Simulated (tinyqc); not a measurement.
Threshold-voltage variability of a planar MOSFET, analytic estimates: one step of the calculation.

Three independent sources add in quadrature: random dopants in the depleted layer, metal-gate grains of two orientations, and roughness of the two gate edges acting through the roll-off VT = VT(long) - Vr exp(-L/l). These are first-order estimates: no three-dimensional electrostatics, no percolation.

Task. Random dopants. ni = sqrt(Nc Nv) exp(-Eg/(2 Vt)), Eg in volts; Cox = 3.9 eps0/ti; Wd = sqrt(4 eps0 eps_r Vt ln(Na/ni)/(q Na)); dopants: s1 = (q/Cox) sqrt(Na Wd/(3 L W)). The slope A1 = s1 sqrt(L W); mean number of dopants Na L W Wd.

Parameters, values chosen for the exercise; material values close to those of silicon:
```
symbol,value,unit,meaning
T,325,K,temperature
Eg,1.12,eV,band gap
eps_r,11.8,,relative permittivity of the semiconductor
Nc,3.16e19,cm^-3,conduction-band density of states at T
Nv,2.97e19,cm^-3,valence-band density of states at T
Na,1.1e18,cm^-3,channel doping
ti,2.2,nm,oxide-equivalent thickness in inversion
L,16,nm,gate length
W,49,nm,gate width
```

Constants: q = 1.602176634e-19 C, kB = 1.380649e-23 J/K, Vt = kB T/q, eps0 = 8.8541878128e-14 F/cm where lengths are in cm. Results are converted to the units shown.

Find: Cox; Wd; mean number of dopants; A1; s1.

Result.

Cox = 1.5696 uF/cm^2
Wd = 33.271 nm
mean number of dopants = 28.693
A1 = 1.1274 mV um
s1 = 40.266 mV

Counting alone, 1/sqrt(N) of the depletion voltage q Na Wd/Cox = 374 mV, would give sqrt(3) times more: dopants deep in the layer act less on the surface.

Numbers from tinyqc (`OMP_NUM_THREADS=1 python tinyqc.py 2090172 2090173 out.jsonl`; about 0.02 s on one thread of a shared Intel Xeon 2.30GHz).
